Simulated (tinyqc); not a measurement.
Surface photovoltage measurement of the minority-carrier diffusion length in a wafer. From one set of inputs to another, one input at a time. Computed by tinyqc, a small Python program. Command: `OMP_NUM_THREADS=1 python tinyqc.py 3130012 3130013 out.jsonl spv ladder`. One thread of a shared host (Intel(R) Xeon(R) Processor @ 2.30GHz), about 0.03 s of CPU time with the checks.

Low injection, steady light, a depletion layer much thinner than 1/alpha and L. The excess density dn is taken at the front edge of the neutral region; light that reaches the back is lost.

The inputs printed are set A. Inputs not listed in the table keep their values of set A, so the rows need not describe a real material.

Inputs (values chosen for the exercise, modelled on p-type silicon at room temperature):
```
quantity,value,unit
diffusion length L,420,micrometre
wafer thickness W,525,micrometre
diffusivity D,30.6,cm^2/s
front recombination velocity S_f,10000,cm/s
back recombination velocity S_b,31000,cm/s
photon flux entering,1.5e+12,1/(cm^2 s)
minority density at the surface barrier scale n_0,7.6e+10,1/cm^3
temperature T,298,K
wavelength,889,nm
diffusion length after pair splitting over L,0.42,-
iron factor C,1.04e+16,micrometre^2/cm^3
```

normal deviates g for the noise: [-0.64, -0.53, -1.58, 1.30, 0.77, 1.60, -0.92]

Constants: k_B = 8.617333262e-05 eV/K.

Method:
- alpha = (84.732/lambda - 76.417)^2 per cm with lambda in micrometre (an empirical fit for silicon between 0.7 and 1.05 micrometre).
- Thick wafer: dn = Phi L/((S_f + D/L)(L + 1/alpha)). Finite wafer, with s = S_b L/D, w = W/L, a = alpha L: dn = [Phi a/(a^2 - 1)] [a - B - exp(-alpha W)(a - s)/(cosh w + s sinh w)]/(S_f + B D/L), B = (sinh w + s cosh w)/(cosh w + s sinh w).
- Photovoltage V = (k_B T/e) ln(1 + dn/n_0). Lifetime = L^2/D.
- Readings y = (Phi/dn) (1 + noise x g) at 780, 830, 880, 920, 950, 975 and 995 nm; a least-squares line y = c (1/alpha + L_app) gives L_app = intercept/slope.
- Splitting iron-boron pairs in boron-doped silicon shortens L; with nothing else changing, [Fe] = C (1/L_after^2 - 1/L^2). It is evaluated with the true lengths and with the apparent ones (without noise), which differ when the wafer is not thick against L.

Each row keeps all changes above it:
```
input moved,from,to,"dn, finite wafer (1/cm^3)",photovoltage V (mV),[Fe] from the apparent lengths (1/cm^3)
set A,-,-,1.280e+08,0.0432,2.432e+11
wavelength (nm),889,879,1.290e+08,0.0436,2.432e+11
front recombination velocity S_f (cm/s),10000,2600,4.056e+08,0.1367,2.432e+11
diffusivity D (cm^2/s),30.6,28.4,4.129e+08,0.1391,2.431e+11
wafer thickness W (micrometre),525,775,4.264e+08,0.1437,2.643e+11
diffusion length L (micrometre),420,32,7.332e+07,0.0248,4.742e+13
photon flux entering (1/(cm^2 s)),1.5e+12,5.2e+13,2.542e+09,0.8448,4.742e+13
back recombination velocity S_b (cm/s),31000,5500,2.542e+09,0.8448,4.742e+13
```

dn, finite wafer goes from 1.28e8 to 2.54e9, a factor 19.9 in all. The largest single move comes from photon flux entering (a factor 34.7), and diffusion length L works against it (a factor 0.172). Photovoltage V goes from 0.0432 to 0.845, a factor 19.5 in all. The largest single move comes from photon flux entering (a factor 34.1), and diffusion length L works against it (a factor 0.172). [Fe] from the apparent lengths goes from 2.43e11 to 4.74e13, a factor 195 in all. The largest single move comes from diffusion length L (a factor 179). The single moves hold for this order of the switches; the total does not depend on the order.

Extremes, crossings and ranges named in words are read from the listed rows.
